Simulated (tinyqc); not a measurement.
Worked calculation: free and nearly free electrons in a metal. Values are carried at full precision from step to step, so a last printed digit may differ when a step is redone from the rounded ones.

The cubic cell holds 2 atoms: n = 2 z/a^3, kF = (3 pi^2 n)^(1/3), EF = c kF^2/m, vF = 2 c kF/(m hbar), c = hbar^2/2m0; rs = (3/(4 pi n))^(1/3)/a0; D(EF) = 3 n/(2 EF).

Constants: hbar^2/2m0 = 3.80998211 eV angstrom^2; hbar = 6.58211957e-16 eV s; a0 (Bohr radius) = 0.5291772105 angstrom; kB = 8.617333262e-05 eV/K.

Values chosen for the exercise (near those of Na; shifted at random, so the results belong to these values and not to a real crystal):
- a = 4.268 angstrom (bcc lattice constant)
- z = 1 (free electrons an atom)
- m = 1.03 m0 (mass)
- rho = 5.24 micro-ohm cm (bulk resistivity)
- T = 300 K
- V = 1.52 eV (|V_G| for G = (110))
- x = 0.7 (k along G as a share of |G|/2)

## The Fermi sphere

Evaluate the free-electron quantities.

n = 0.025725 1/angstrom^3
kF = 0.9133 1/angstrom
EF = 3.085 eV
vF = 1.0265e+06 m/s
rs = 3.971
D(EF) per atom = 0.4862 1/eV

## Relaxation time and mean free path

Drude: 1/rho = n e^2 tau/(m m0) with e = 1.602176634e-19 C and m0 = 9.1093837e-31 kg; mean free path l = vF tau; rho l = hbar kF/(n e^2) = 12 pi^3 hbar/(e^2 S) with S = 4 pi kF^2 does not depend on tau or m.

Use SI units: n in 1/m^3 (1e30 per 1/angstrom^3), rho in ohm m (1e-8 per micro-ohm cm).

tau = 27.12 fs
l = 27.83 nm
rho l = 14.584 1e-16 ohm m^2

Wires lose conductivity to surfaces and grain boundaries, with an excess that scales as rho l over the width and is of the order of rho itself at a width of l = 28 nm.

## Thermal quantities

gamma = (pi^2/3) kB^2 D(EF) per atom, times 96485.33 x 1e3 for mJ/(mol K^2); mu(T) = EF (1 - (pi kB T/EF)^2/12); Wiedemann-Franz kappa = L0 T/rho with L0 = (pi^2/3) (kB/e)^2, kB/e in V/K.

gamma = 1.146 mJ/(mol K^2)
mu - EF = -0.1782 meV
kappa = 140 W/(m K)

## The sphere against the zone faces

Take G = (hkl) 2 pi/a for (110), (200) and (211), with the number of equivalent faces. The Bragg plane of G lies at |G|/2 with |G| = (2 pi/a) sqrt(h^2 + k^2 + l^2). Where kF exceeds it, the sphere cuts the plane in a circle of radius sqrt(kF^2 - G^2/4).

Distance and circle for each G:
```
G      faces  |G|/2 (1/angstrom)  kF/(|G|/2)  circle radius
(110)     12              1.0410      0.8773              -
(200)      6              1.4722      0.6204              -
(211)     24              1.8030      0.5065              -
```

The sphere stays inside the first zone; it reaches 0.877 of the way to the nearest faces.

## Two plane waves near the face

Two plane waves k and k - G, G = (110) (2 pi/a): H = [[c k^2/m, V], [V, c (k - G)^2/m]] with c = hbar^2/2m0.

Build H for k along G, diagonalise, and give the weight of the first wave in the lower state and its velocity along G relative to a free electron, (w k + (1 - w)(k - G))/k.

H (eV):
```
        1       2
1  1.9641  1.5200
2  1.5200  6.7741
```

levels (eV): 1.5240  7.2142

w = 0.9227
v/v_free = 0.7790

The splitting is 5.690 eV here and 2V = 3.04 eV on the face, where the normal velocity vanishes. There the lower band lies at 2.488 eV, below the free EF of 3.085 eV, so by this test the Fermi surface touches the face (V is large against EF, which it lowers, so the test is rough). Real Na and K have far smaller V and nearly spherical surfaces.

## Checks

- Lower level against the closed form of the 2 x 2 problem (eV): both 1.5240.
- The product rho l against hbar kF/(n e^2) (1e-16 ohm m^2): both 14.58.

tinyqc: `OMP_NUM_THREADS=1 python tinyqc.py 1680098 1680099 out.jsonl`; about 0.01 s, one thread, shared Intel(R) Xeon(R) Processor @ 2.30GHz.
